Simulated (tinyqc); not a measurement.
p-type polysilicon, carrier trapping at grain boundaries: one step of the calculation.

One-dimensional grains of size Lg, uniform ionised doping N, monovalent traps Qt at each boundary at a depth Et below (for electrons) or above (for holes) the band edge there, abrupt depletion of width W on each side of a boundary, Boltzmann statistics. xi is the distance from the band edge at the grain centre to the Fermi level. Trapped charge Qt/(1 + exp((xi + VB - Et)/Vt)) = 2 N W, barrier VB = q N W^2/(2 eps0 eps_r).

Question. Depletion width, Fermi level and barrier. If the trap equation with xi = Vt ln(NB/N) has a root W < Lg/2, the grain is partly depleted; otherwise W = Lg/2 and the trap equation gives xi = Et - VB + Vt ln(Qt/(N Lg) - 1). N* = Qt/Lg.

Parameters, values chosen for the exercise; values of the order met in polycrystalline silicon:
```
symbol    value   unit                                                              meaning
T           300      K                                                          temperature
eps_r      11.7                                                       relative permittivity
NB      2.65e19  cm^-3                                  valence-band density of states at T
Lg           56     nm                                                           grain size
Qt       2.5e12  cm^-2                                     trap density of a grain boundary
Et         0.41     eV  depth of the trap level from the majority band edge at the boundary
N        1.1e17  cm^-3                                                               doping
```

Constants: q = 1.602176634e-19 C, kB = 1.380649e-23 J/K, Vt = kB T/q, eps0 = 8.8541878128e-14 F/cm where lengths are in cm. Results are converted to the units shown.

Find: N*; W; xi; VB; share of traps filled.

Answer.

N* = 4.4643e17 cm^-3
W = 28.000 nm
xi = 0.37221 V
VB = 0.066689 V
share of traps filled = 0.24640

N is 0.246 N*, and the grain is fully depleted; VB = 2.58 Vt.

tinyqc, about 0.01 s, one thread, Intel Xeon 2.30GHz (shared host): `OMP_NUM_THREADS=1 python tinyqc.py 2830055 2830056 out.jsonl`
